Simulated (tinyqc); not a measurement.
Starting guesses with DIIS over 6 matrices: SCF starting guesses in the 6-31g basis, for H2, spin multiplicity 1. Computed by the program tinyqc with PySCF. RHF with one setting changed at a time; a run stops when the energy changes by less than 1e-09 hartree and the error matrix is below 1e-5. Starts: the lowest orbitals of the core Hamiltonian, of the Wolfsberg-Helmholz matrix (K = 1.75), projected atomic densities, random orbitals, and the highest orbitals of the core Hamiltonian (a deliberately bad start).

Geometry (angstrom):
```
atom       x       y       z
H     0.0000  0.0000  0.0000
H     0.0000  0.0000  0.8710
```

lowest restricted solution found by these runs and by PySCF = -1.115832 hartree

Largest element of the error matrix X^T (FDS - SDF) X:
```
iteration     core  Wolfsberg-Helmholz  atomic densities   random  highest core orbitals
1          1.6e-01             7.7e-02           9.1e-02  8.3e-01                1.5e-01
2          2.5e-02             1.1e-02           1.6e-02  1.5e-01                6.1e-02
3          1.5e-04             2.2e-05           2.5e-03  4.2e-02                1.4e-02
4          5.9e-05             9.3e-06           1.2e-06  4.1e-03                2.2e-05
5          3.7e-05                   -           4.8e-07  3.2e-04                7.9e-06
6          2.7e-05                   -                 -  1.5e-05                      -
8          4.3e-08                   -                 -        -                      -
```

How each run ends:
```
run                    iterations  E (hartree)         state
core                            8     -1.11583  lowest found
Wolfsberg-Helmholz              4     -1.11583  lowest found
atomic densities                5     -1.11583  lowest found
random                          7     -1.11583  lowest found
highest core orbitals           5     -1.11583  lowest found
```

What does the comparison show, and why?

5 of 5 runs reach the lowest restricted solution found, in 4 to 8 iterations (fastest: Wolfsberg-Helmholz). The first errors are 2e-01, 8e-02, 9e-02, 8e-01, 1e-01.
